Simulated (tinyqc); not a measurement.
Fully depleted semiconductor-on-insulator film with two gates, non-linear Poisson equation by Newton steps: one step of the calculation.

One dimension across the film, front interface at x = 0, back interface at x = ts. psi is counted from the intrinsic level, n = ni exp(psi/Vt) (source grounded), holes neglected, acceptors ionised. Gates act through Cox = eps0 eox/tox and Cbox = 3.9 eps0/tb with potentials G1 = Vg - (phiM - chi - Vt ln(Nc/ni)) and G2 = Vb - (phiB - chi - Vt ln(Nc/ni)). Classical Boltzmann densities, no interface charge, no depletion in the back plane.

Question. Electron sheet density, centroid and oxide fields. n_i = ni exp(psi_i/Vt); N_inv = sum w_i n_i with w = ts/7, halved at the ends; centroid sum w n x/N_inv; fields (G1 - psi_0)/tox and (G2 - psi_7)/tb.

Values chosen for this exercise; band and dielectric values close to those of silicon:

| symbol | value | unit | meaning |
|---|---|---|---|
| T | 250 | K | temperature |
| tox | 1.4 | nm | insulator thickness |
| ts | 13 | nm | film thickness |
| tb | 24 | nm | buried-oxide thickness (eps_r 3.9) |

Constants: q = 1.602176634e-19 C, kB = 1.380649e-23 J/K, Vt = kB T/q. Results are converted to the units shown.

converged psi, node 0 to 7 (V): [0.59573787, 0.54113388, 0.51505810, 0.49748979, 0.48368832, 0.47187432, 0.46121107, 0.45125138]
ni = 6.6534208e7 cm^-3
G1 = 1.1305230 V
G2 = 0.070522999 V

Wanted: n; N_inv; centroid; field in the front oxide; field in the buried oxide.

Answer.

n, node 0 to 7 (cm^-3): [6.8013e19, 5.3929e18, 1.6075e18, 7.1121e17, 3.7478e17, 2.1658e17, 1.3202e17, 8.3152e16]
N_inv = 7.8897e12 cm^-2
centroid = 0.62979 nm
field in the front oxide = 3.8199 MV/cm
field in the buried oxide = -0.15864 MV/cm

The centroid lies at 0.048 of the film, near the front interface.

Program tinyqc, `OMP_NUM_THREADS=1 python tinyqc.py 2190117 2190118 out.jsonl`; Intel Xeon 2.30GHz, shared host, one thread, about 0.6 s.
